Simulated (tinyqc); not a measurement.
Compensation sets the slope of the freeze-out: donors with valley-orbit split 1s states.

Each donor binds at most one electron, in any of its states. For a site s, W_s = sum over its states of g exp(E/kT), and the ionised share is 1/(1 + W_s exp(eta)), eta = (EF - Ec)/kT; n = Nc F_1/2(eta); neutrality n + NA = ND x (mean ionised share); holes are neglected. Nc from N = 2 (m kB T/(4 pi c))^(3/2) with c = hbar^2/2m0, in 1/angstrom^3; times 1e24 for 1/cm^3, m = md. F_j(eta) = (1/Gamma(j + 1)) integral_0^infinity x^j dx/(1 + exp(x - eta)), which tends to exp(eta) for eta << 0.

Constants: hbar^2/2m0 = 3.80998211 eV angstrom^2; kB = 8.617333262e-05 eV/K.

Inputs chosen for the exercise (near those of P in Si; the results hold for these values, not for the real material):
- md = 1.084 m0 (density-of-states mass of the conduction band)
- E = (44.2, 33, 31.8) meV (binding energies of 1s(A1), 1s(T2), 1s(E))
- g = (2, 6, 4) (their degeneracies with spin)
- ND = 6.9e+15 1/cm^3 (donors)

NA = K ND. The slope energy is -d ln(n T^(-p))/d(1/kT) between 30 and 36 K, with p = 3/4 for K = 0 and p = 3/2 otherwise.

Results:
```
K       n(30 K) (1/cm^3)  n(36 K) (1/cm^3)  slope energy (meV)
0               1.05e+13          4.84e+13               21.62
0.0010          7.58e+12          4.51e+13               23.41
0.010           1.54e+12          2.48e+13               38.84
0.050           3.02e+11          6.37e+12               43.03
0.20            6.37e+10          1.37e+12               43.30
0.50            1.59e+10          3.42e+11               43.31
```

Without acceptors the slope is 21.62 meV, against half the ground-state energy, 22.10; with K = 0.05 it is 43.03 meV, against the full 44.2. The full energy (less a few meV where excited levels lie within a few kT) shows where n is far below NA, since the acceptors then hold EF near the donor level: n(36 K)/NA is 6.5 for K = 0.001 and 0.018 for K = 0.05; for K = 0.001 the sample is still in or near the uncompensated regime, where p = 3/2 is the wrong power, so that slope means little.

Program tinyqc; command `OMP_NUM_THREADS=1 python tinyqc.py 1680794 1680795 out.jsonl`; about 0.01 s on one thread of a shared Intel(R) Xeon(R) Processor @ 2.30GHz.
